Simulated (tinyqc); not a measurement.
Monte Carlo simulation of one carrier in a uniform electric field: one step, computed by the program tinyqc.

The force e F acts along +z. Flights end at the constant total rate Gamma; the part of Gamma that the real rates do not fill is self-scattering, which leaves k unchanged. One valley, no impurities; equivalent final valleys enter only through Z_f in the optical rate.

Question. Flight 1. Kane band: hbar^2 k^2/(2 m) = E (1 + alpha E), speed v = hbar k/(m (1 + 2 alpha E)), states per spin, volume and energy g(E) = m k (1 + 2 alpha E)/(2 pi^2 hbar^2); overlap factors are set to 1. Masses are multiplied by m_0 and all formulas are in SI units. Flight: t = -ln(r1)/Gamma; k_z grows by e F t/hbar; E follows from the band; dz = (E_end - E_start)/(e F). Use row 1 of the random numbers.

Inputs (values chosen for the exercise, modelled on holes in germanium):
```
quantity                value   unit
effective mass m        0.306    m_0
non-parabolicity alpha   0.33   1/eV
lattice temperature T     500      K
electric field F          4.9  kV/cm
```

Crystal: non-polar. Band: Kane.

starting wave vector (1/nm): 0.26  0.17  0.28

Random numbers (0.02 to 0.98, from up to 60 sets tried for early real events), one row a flight:
```
       r1      r2      r3      r4
1  0.9650  0.5161  0.7978  0.8369
2  0.8942  0.0419  0.4129  0.4886
3  0.1700  0.3614  0.3273  0.8418
4  0.2245  0.1759  0.8419  0.8258
5  0.1670  0.2494  0.3626  0.3017
6  0.5340  0.9207  0.9224  0.3727
7  0.0606  0.2486  0.6218  0.1489
```

Gamma = 43.13618 1e12/s

Constants: e = 1.602176634e-19 C; hbar = 1.054571817e-34 J s; m_0 = 9.1093837015e-31 kg.

Give: flight time t; k at the end of the flight; energy at the end; displacement dz.

Answer.

flight time t = 0.82592 fs

k at the end of the flight (1/nm): 0.26000  0.17000  0.28061

energy at the end = 21.665 meV

displacement dz = 0.086354 nm
